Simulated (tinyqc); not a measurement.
Minority carriers and saturation current of a heavily doped emitter: two steps of the calculation.

n-type, parabolic bands, full ionisation. eta = (EF - Ec)/kB T solves N = Nc F12(eta), F12(x) = (2/sqrt(pi)) int_0^infinity sqrt(u)/(1 + exp(u - x)) du. The gap shrinks rigidly by dEg = E1 [ln(N/N0) + sqrt(ln^2(N/N0) + 0.5)], an empirical law that is here taken as the true narrowing.

Values chosen for this exercise; band and dielectric values close to those of silicon:
```
symbol,value,unit,meaning
T,400,K,temperature
Nc,4.39e19,cm^-3,conduction-band density of states at 400 K
N,5.3e19,cm^-3,ionised donor density
mup,190,cm^2/(V s),minority-hole mobility
Cn,2.5e-31,cm^6/s,Auger coefficient
ts,6.8,us,defect lifetime
W,91,nm,emitter width
S,7600,cm/s,recombination velocity at the contact
```

Constants: q = 1.602176634e-19 C, kB = 1.380649e-23 J/K, Vt = kB T/q. Results are converted to the units shown.

Problem 1. Fermi level. Newton step on ln F12(eta) = ln(N/Nc): eta(new) = eta - ln(Nc F12/N) F12/Fm, Fm(x) = dF12/dx = (1/sqrt(pi)) int_0^infinity u^(-1/2)/(1 + exp(u - x)) du.

eta at the start (Boltzmann value) = 0.1884

Give: F12; Fm; eta after iteration 1.

Solution 1.

F12 = 0.8860
Fm = 0.6785
eta after iteration 1 = 0.5925

Problem 2. Saturation current. 1/tau = Cn N^2 + 1/ts, D = mup Vt, L = sqrt(D tau); J0 = (q p0 D/L)(s + tanh(W/L))/(1 + s tanh(W/L)), s = S L/D; the share recombining inside is 1 - 1/[cosh(W/L)(1 + tanh(W/L)/s)].

p0 = 4.3936691e6 cm^-3

Give: tau; L; s; J0; share recombining inside.

Solution 2.

tau = 1.4237 ns
L = 965.61 nm
s = 0.11205
J0 = 9.7337e6 fA/cm^2
share recombining inside = 45.850 %

Bulk and contact share the loss.

Range of the model: Band tails, non-parabolic bands and incomplete ionisation are left out.

Program tinyqc, `OMP_NUM_THREADS=1 python tinyqc.py 2330079 2330080 out.jsonl`; Intel Xeon 2.30GHz, shared host, one thread, about 0.01 s.
